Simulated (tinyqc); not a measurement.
Convergence with the basis: effective-mass impurity with a central-cell term, in a basis of Slater functions. Computed by tinyqc, a small Python program. Command: `OMP_NUM_THREADS=1 python tinyqc.py 3016638 3016639 out.jsonl centralcell walk`. One thread of a shared host (Intel(R) Xeon(R) Processor @ 2.30GHz), about 0.01 s of CPU time with the checks.

The envelope obeys H = -nabla^2 - (2/r) [Z + A exp(-kappa r)] in effective units, with kappa = a*/lambda; positive A deepens the well near the core.

Inputs (values chosen for the exercise, with mass and screening modelled on GaSb):

| quantity | value | unit |
|---|---|---|
| effective mass m | 0.0387 | m_0 |
| dielectric constant eps | 15.6 | - |
| charge Z of the core | 1 | - |
| central-cell strength A | 63 | - |
| central-cell range lambda | 1.6 | angstrom |
| smallest exponent zeta_1 | 0.44 | 1/a* |
| ratio beta of exponents | 3 | - |

Impurity: donor, one isotropic band.

Constants: Ry = 13.605693123 eV; a_0 = 0.529177210903 angstrom.

Method:
- Units: Ry* = Ry m/eps^2 and a* = a_0 eps/m, with m in m_0.
- kappa = a*/lambda; the hydrogenic ground state is bound by Z^2 Ry*.
- For s functions exp(-zeta r), with s = zeta_i + zeta_j: S = 2/s^3, T = zeta_i zeta_j S, V = -2 Z/s^2, W = -2 A/(s + kappa)^2; each function is normalised by dividing by sqrt(S_ii S_jj).
- Large basis: zeta_i = 0.06 x 1.6^(i-1), i = 1..22, same formulas; for p functions r exp(-zeta r): S = 24/s^5, T = zeta_i zeta_j S (centrifugal term included), V = -12 Z/s^4, W = -12 A/(s + kappa)^4; overlap eigenvalues below 1e-11 are dropped.
- Binding energies are -E Ry*; the effective quantum number is nu = Z/sqrt(-E); |psi(0)|^2 is given relative to the hydrogenic Z^3/(pi a*^3).
- zeta_i = zeta_1 beta^(i-1), i = 1..n.
- The error is the lowest level above the large-basis value.

kappa = 133.320 1/a*

Ry* = 2.16363 meV

1s binding energy = 2.30492 meV

Error of the 1s level:

| n | error (meV) | largest exponent (1/a*) |
|---|---|---|
| 1 | 0.81465 | 4.4000e-01 |
| 2 | 0.12395 | 1.3200e+00 |
| 3 | 0.11952 | 3.9600e+00 |
| 4 | 0.08050 | 1.1880e+01 |
| 5 | 0.05358 | 3.5640e+01 |
| 6 | 0.02806 | 1.0692e+02 |
| 7 | 0.02804 | 3.2076e+02 |
| 8 | 0.02804 | 9.6228e+02 |

The error falls from 0.815 to 0.0280 meV. The last function changes it by less than 5 %: it has levelled off, and what remains is set by beta and zeta_1, not by the range of exponents. Caution: the density at the core is many times hydrogenic, so the result hangs on the model potential inside one cell, where the envelope picture is weak.

Extremes, crossings and ranges named in words are read from the listed rows.
